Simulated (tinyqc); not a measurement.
Admittance spectroscopy of a deep trap: one step of the calculation.

Schottky contact on an n-type layer with shallow donors Nd (all ionised) and a donor-like deep trap, neutral when filled and positive when empty; depletion approximation. Traps within lam of the depletion edge stay filled. The traps at xt = W - lam, where the level crosses the Fermi level, follow a slow signal and not a fast one. w = 2 pi f.

Problem. Widths and limiting capacitances. lam = sqrt(2 eps0 eps_r (EF - ET)/(q Nd)), EF - ET = Et - (kB T/q) ln(Nc(T)/Nd), Nc(T) = Nc (T/300 K)^1.5. In the steady state at the band bending V, 2 eps0 eps_r V/q = Nd W^2 + Nt (W - lam)^2 (the second term only if W > lam). V = Vbi + Vr. C_HF = eps0 eps_r/W, C_LF = eps0 eps_r (Nd + Nt)/(Nd W + Nt xt).

Parameters, values chosen for the exercise; material values close to those of germanium:

| symbol | value | unit | meaning |
|---|---|---|---|
| eps_r | 15.7 |  | relative permittivity |
| Nc | 1.05e19 | cm^-3 | conduction-band density of states at 300 K |
| Nd | 8e15 | cm^-3 | shallow donor density |
| Vbi | 0.43 | V | built-in voltage |
| Et | 0.25 | eV | depth of the trap below the conduction edge |
| Nt | 7.8e14 | cm^-3 | trap density |
| Vr | 0 | V | reverse bias |
| T | 187 | K | temperature |

Constants: q = 1.602176634e-19 C, kB = 1.380649e-23 J/K, eps0 = 8.8541878128e-14 F/cm where lengths are in cm. Results are converted to the units shown.

Wanted: lam; W; xt; C_HF; C_LF.

Solution.

lam = 177.79 nm
W = 302.89 nm
xt = 125.10 nm
C_HF = 45.894 nF/cm^2
C_LF = 48.419 nF/cm^2

The step is 5.50 % of C_HF.

Program tinyqc, `OMP_NUM_THREADS=1 python tinyqc.py 2050145 2050146 out.jsonl`; Intel Xeon 2.30GHz, shared host, one thread, about 0.01 s.
